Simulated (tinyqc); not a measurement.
Thermal resistances of a two-die stack.

Question. Heat leaves through the lower die only, and the system is linear. Find the resistance R1 from the lower die to the coolant, R2 between the dies, and the rise of the upper die when both are powered.

Parameters, values chosen for the exercise:

| symbol | value | unit | meaning |
|---|---|---|---|
| P1 | 37 | W | power of the lower die |
| P2 | 17 | W | power of the upper die |

rises of the lower and upper die with only the lower one powered (K): 31.08  31.08
rises of the lower and upper die with only the upper one powered (K): 14.28  15.3

Answer. With only the lower die powered no heat crosses R2, so both dies rise by P1 R1; the difference in the second test is P2 R2; rises add.

R1 = 0.8400 K/W
R2 = 0.06000 K/W
rise of the upper die = 46.38 K

Program tinyqc, `OMP_NUM_THREADS=1 python tinyqc.py 2162167 2162168 out.jsonl`; Intel Xeon 2.30GHz, shared host, one thread, about 0.02 s.
